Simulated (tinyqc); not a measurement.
Inside a calculation: heterojunction of two tight-binding chains. Values are carried at full precision from step to step, so a last printed digit may differ when a step is redone from the rounded ones.

Left chain: hopping -t1, sites at 2 t1 (band bottom 0). Right chain: hopping -t2, sites at dE + 2 t2 (bottom dE). t = c/(m a^2), c = hbar^2/2m0. The bond across the interface is -tc with tc = f sqrt(t1 t2), and the last left site has the extra energy U. In a chain E = bottom + 2t (1 - cos(ka)); the surface Green function of a half chain is g = -exp(ika)/t, with Im k > 0 where cos(ka) > 1.

Constants: hbar^2/2m0 = 3.80998211 eV angstrom^2.

Parameters, chosen for this exercise (masses and offset of the size met at InGaAs / InP; not measured data):
- a = 5 angstrom (site spacing)
- m1 = 0.043 m0 (mass on the left)
- m2 = 0.073 m0 (mass on the right)
- f = 1 (factor on the interface hopping)
- dE = 0.29 eV (band offset)
- E = 0.359 eV (electron energy)
- U = 0.17 eV (extra energy on the last left site)

## Hoppings

Form t1, t2 and tc.

t1 = 3.54417 eV
t2 = 2.08766 eV
tc = 2.72012 eV

## Wave numbers and velocities

The left chain has hopping t1 and band bottom 0, the right one t2 and dE. cos(ka) = 1 - (E - bottom)/(2t); dE/dk = 2 t a sin(ka).

ka (rad): left 0.319625, right 0.182052

dE/dk (eV angstrom): left 11.1361, right 3.7797

## Self-energies on the last left site

Hoppings t1 (left), t2 (right), tc (interface); g is the surface Green function of a half chain. The rest of the left chain gives S1 = t1^2 g1 = -t1 exp(i k1 a); the right chain gives S2 = tc^2 g2 = -(tc^2/t2) exp(i k2 a).

S1 = -3.36467-1.11361i eV
S2 = -3.48560-0.64166i eV

## Transmission

The last site of the left chain has energy 2 t1 + U, and S1, S2 are the self-energies of the two half chains on it. G = 1/(E - 2 t1 - U - S1 - S2); T = 4 Im(S1) Im(S2) |G|^2.

G = -0.0159-0.5693i 1/eV
T = 0.9270

A fraction 0.0730 is reflected although the electron lies above the step.

## Checks

- T from the Green function against 1 - |r|^2 from matching plane waves: both 0.926982.

(tinyqc, `OMP_NUM_THREADS=1 python tinyqc.py 1450897 1450898 out.jsonl`, Intel(R) Xeon(R) Processor @ 2.30GHz, 1 thread, shared host, about 0.01 s.)
